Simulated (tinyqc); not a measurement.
Conductance against temperature: thermal boundary conductance by the acoustic and diffuse mismatch models. Computed by tinyqc, a small Python program. Command: `OMP_NUM_THREADS=1 python tinyqc.py 3011002 3011003 out.jsonl kapitza walk`. One thread of a shared host (Intel(R) Xeon(R) Processor @ 2.30GHz), about 0.01 s of CPU time with the checks.

Each side has one longitudinal and two transverse Debye branches, omega = v q up to q_D = (6 pi^2 n)^(1/3), with n counting all atoms. Scattering at the interface is elastic. Electrons are left out of G, also for metals. Melting is ignored. G refers to the temperatures of the phonons sent towards the interface. Linear branches over all atoms overstate G at high T, most for crystals with several atoms a cell.

Inputs (values chosen for the exercise, modelled on silicon carbide (side 1) and titanium nitride (side 2)):
```
quantity                    value    unit
density rho_1                3.22  g/cm^3
longitudinal velocity vL_1  12400     m/s
transverse velocity vT_1     7220     m/s
atom density n_1             97.7  1/nm^3
density rho_2                5.31  g/cm^3
longitudinal velocity vL_2  10500     m/s
transverse velocity vT_2     6120     m/s
atom density n_2              106  1/nm^3
```

Structure: film on a substrate.

Constants: hbar = 1.054571817e-34 J s; k_B = 1.380649e-23 J/K.

Method:
- omega_c = v q_D for each branch, given as hbar omega_c/k_B; impedance Z = rho v.
- No mode conversion. t(theta) = 4 Z_1 Z_2 cos(theta_1) cos(theta_2)/N^2, with N = Z_2 cos(theta_1) + Z_1 cos(theta_2) for L (the form for pressure waves) and N = Z_1 cos(theta_1) + Z_2 cos(theta_2) for both T branches (the form for shear waves polarised along the interface); sin(theta_2) = (v_2/v_1) sin(theta_1), and t = 0 beyond the critical angle arcsin(v_1/v_2); the mean over the incoming flux is alpha = 2 int t sin(theta_1) cos(theta_1) d theta_1 (64 Gauss-Legendre points).
- G = (k_B^4 T^3/(8 pi^2 hbar^3)) int W(x) x^4 e^x/(e^x - 1)^2 dx, x = hbar omega/(k_B T). Acoustic mismatch: W = sum over the three branches of alpha(1 to 2)/v_1^2, each up to the lower of its two cut-offs. Diffuse mismatch: W = S_1 S_2/(S_1 + S_2), where S_i sums 1/v^2 over the branches of side i still below their cut-off. Radiation limit: W = min(S_1, S_2). The integral is split at the four cut-offs (64 Gauss-Legendre points a piece, x at most 45).

Branches:
```
branch     v (m/s)  cut-off (K)  Z (1e6 kg/(m^2 s))
L, side 1    12400      1700.32             39.9280
T, side 1     7220       990.02             23.2484
L, side 2    10500      1479.45             55.7550
T, side 2     6120       862.31             32.4972
```

Transmission:
```
branch  t at normal incidence  largest angle from side 1 (deg)  alpha, 1 to 2  alpha, 2 to 1
L                    0.972639                               90       0.973743       0.698200
T                    0.972474                               90       0.908083       0.652460
```

G (MW/(m^2 K)):
```
T (K)  acoustic mismatch  diffuse mismatch  radiation limit
2              0.0033573         0.0021293        0.0036588
5               0.052457          0.033270         0.057168
10               0.41966           0.26616          0.45734
20                3.3573            2.1293           3.6588
40                26.858            17.034           29.270
80                211.92            134.60           231.06
150               1054.7            679.72           1154.6
300               3008.5            1961.6           3290.5
600               4656.7            3030.9           5069.2
1000              5226.3            3396.7           5679.2
```

All three follow T^3 at the cold end (exponent 3.00 for the diffuse model) and flatten at high T (exponent 0.22 at the hot end); the lowest cut-off is 862 K. The ratio of diffuse to acoustic goes from 0.63 to 0.65. The plateau is set by the frequencies that both sides share.

Extremes, crossings and ranges named in words are read from the listed rows.
